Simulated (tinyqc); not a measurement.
Worked calculation: dopants and charged point defects at anneal temperature: Fermi-level effect, clustering and pairing. Computed by tinyqc, a small Python program that keeps every step. Command: `OMP_NUM_THREADS=1 python tinyqc.py 3024189 3024190 out.jsonl pairing walk`. One thread of a shared host (Intel(R) Xeon(R) Processor @ 2.30GHz), about 0.02 s of CPU time with the checks. Intermediate numbers are printed to about 6 digits and carried at full precision; extremes and crossings named in words are read from the listed rows.

Boltzmann statistics and full ionisation of active dopants. Energies are counted from the valence band; the defect (a vacancy or self-interstitial) has five charge states, with all degeneracy factors one.

Inputs (values chosen for the exercise, with bands modelled on silicon):
```
quantity                                         value    unit
gap at 0 K E_g0                                   1.15      eV
Varshni alpha                                 0.000466    eV/K
Varshni beta                                       628       K
electron mass m_e                                0.331     m_0
valleys M_c                                          6       -
hole mass m_h                                    0.811     m_0
anneal temperature T                               900       K
total dopant density N                         8.7e+19   cm^-3
formation enthalpy of the neutral defect H_f      2.21      eV
formation entropy S_f                              2.3     k_B
site density N_s                               3.6e+22   cm^-3
intrinsic dopant diffusivity D_i               9.3e-17  cm^2/s
anneal time t                                      600       s
dopant atoms per cluster k                           2       -
cluster binding energy E_b                        1.17      eV
```

Dopant: acceptor. Second part: clustering of the dopant.

defect levels as fractions of E_g(T): (2+/+), (+/0), (0/-), (-/2-): 0.15  0.12  0.54  0.79

Constants: m_0 = 9.1093837015e-31 kg; k_B = 1.380649e-23 J/K; h = 6.62607015e-34 J s; k_B = 8.617333262e-05 eV/K.

## The host at the anneal temperature

E_g = E_g0 - alpha T^2/(T + beta). N_c = 2 M_c (2 pi m_e k_B T/h^2)^(3/2) and N_v = 2 (2 pi m_h k_B T/h^2)^(3/2), masses in units of m_0. n_i = sqrt(N_c N_v) exp(-E_g/2 k_B T); E_i = E_g/2 + (k_B T/2) ln(N_v/N_c).

E_g = 0.902971 eV

k_B T = 0.0775560 eV

n_i = 3.52986e+17 cm^-3

E_i = 0.434131 eV

effective density of states N_b of the majority band = 9.52325e+19 cm^-3

## Active and clustered dopant

p = A/2 + sqrt(A^2/4 + n_i^2) for an active density A. k ionised dopants and k carriers form one neutral cluster: C = N_s (A/N_s)^k (p/N_b)^k exp(E_b/k_B T), N_b the effective density of states of the majority band, and N = A + k C (60 bisections in ln A between ln N - 90 and ln N).

active density A = 7.75492e+18 cm^-3

clusters C = 3.96225e+19 cm^-3

active share = 0.0891370

91 % of the dopant is lost to clusters.

## Carrier density and Fermi level

chi = n/n_i (for acceptors n_i/p); E_F = E_i + k_B T ln chi; field enhancement h = 1 + A/sqrt(A^2 + 4 n_i^2).

p = 7.77095e+18 cm^-3

chi = 0.0454238

E_F = 0.194350 eV

field enhancement h = 1.99588

The doping is 22.0 n_i: extrinsic conditions.

## Charged defects

C_0 = N_s exp(S_f/k_B) exp(-H_f/k_B T). Ratios to the neutral state at E_F = E_i: r_+ = exp((E(+/0) - E_i)/k_B T), r_2+ = r_+ exp((E(2+/+) - E_i)/k_B T), r_- = exp((E_i - E(0/-))/k_B T), r_2- = r_- exp((E_i - E(-/2-))/k_B T); at other E_F state q scales as chi^(-q). The enhancement is sum r_q chi^(-q)/sum r_q. The charge on the defects is left out of neutrality.

neutral defects C_0 = 1.51260e+11 cm^-3

Charge states:
```
state      ratio r  intrinsic (cm^-3)  doped (cm^-3)
2+     3.18550e-04        4.81840e+07    2.33526e+10
+      1.49880e-02        2.26708e+09    4.99095e+10
0      1.00000e+00        1.51260e+11    1.51260e+11
-      5.01837e-01        7.59079e+10    3.44803e+09
2-     1.37095e-02        2.07370e+09    4.27871e+06
```

all defects, doped = 2.27975e+11 cm^-3

enhancement over intrinsic = 0.984529

mean charge = 0.408634 e

Doping leaves the neutral state alone and scales the total by 0.985; the most common state is 0 (in intrinsic material 0).

## Dopant diffusivity

If every charge state of the defect carries the dopant equally well, D = D_i x enhancement x h x (active share A/N, a rough stand-in that overstates the dA/dN which immobile clusters call for), D_i being an input held fixed when T or H_f is moved; diffusion length 2 sqrt(D t).

effective diffusivity D = 1.62894e-17 cm^2/s

D/D_i = 0.175155

diffusion length = 1.97723 nm

## Against doping

chi = n/n_i; h = 1 + A/sqrt(A^2 + 4 n_i^2); the dopant diffusivity over its intrinsic value is D/D_i = enhancement x h x A/N, if every charge state carries the dopant equally well.

Trend at the anneal temperature:
```
N (cm^-3)  active A (cm^-3)       chi  defect enhancement  mean charge    D/D_i
1.10e+16        1.09997e+16  0.984541             0.99482    -0.331453  1.01028
3.60e+16        3.59961e+16  0.950311             0.98338    -0.322295  1.03334
1.20e+17        1.19945e+17  0.844430             0.94832    -0.292528  1.10666
4.00e+17        3.98731e+17  0.583679             0.86501    -0.207450  1.28630
1.40e+18        1.32376e+18  0.249989             0.77823    -0.047860  1.38515
4.60e+18        2.93478e+18  0.118586             0.78959     0.092491  0.99354
1.50e+19        4.65314e+18  0.075428             0.84438     0.210948  0.52091
5.20e+19        6.73938e+18  0.052234             0.93408     0.345581  0.24146
1.70e+20        9.25764e+18  0.038074             1.06642     0.498614  0.11598
```

Well below n_i = 3.53e17 cm^-3 chi and the enhancement are near 1. At any doping d ln(enhancement)/d ln chi equals minus the mean charge, which goes from -0.33 to +0.50 over the rows. The defect density first falls, because doping removes the states with the sign of the ionised dopant before it feeds the opposite ones. Clustering bends A over: its exponent in N falls to 0.27, towards 1/(2k) = 0.250, and D/D_i peaks at N = 1.4e18 cm^-3.

## Activation against anneal temperature

The formulas are those given above.

Equilibrium activation:
```
T (K)  n_i (cm^-3)  active A (cm^-3)  clusters C (cm^-3)  active share
540    8.31114e+14       4.37800e+17         4.32811e+19      0.005032
630    6.79021e+15       1.20364e+18         4.28982e+19      0.013835
720    3.41180e+16       2.59818e+18         4.22009e+19      0.029864
810    1.23354e+17       4.75990e+18         4.11200e+19      0.054712
900    3.52986e+17       7.75492e+18         3.96225e+19      0.089137
990    8.49976e+17       1.15731e+19         3.77135e+19      0.133024
1080   1.79488e+18       1.61299e+19         3.54350e+19      0.185401
```

The active share goes from 0.00503 at 540 K to 0.185 at 1080 K, so a layer activated by a hot, short anneal is metastable and deactivates in later, cooler steps if the dopant can move. Over the first three rows, where most dopant is clustered, a fit of ln A rises with slope 0.331 eV against -1/k_B T, near E_b/(2k) = 0.292 eV plus 0.75 k_B T.

Checks made by the program: conservation of the dopant (relative difference below 1e-10); ratios against Boltzmann factors of formation energies at E_F (relative difference below 1e-10).
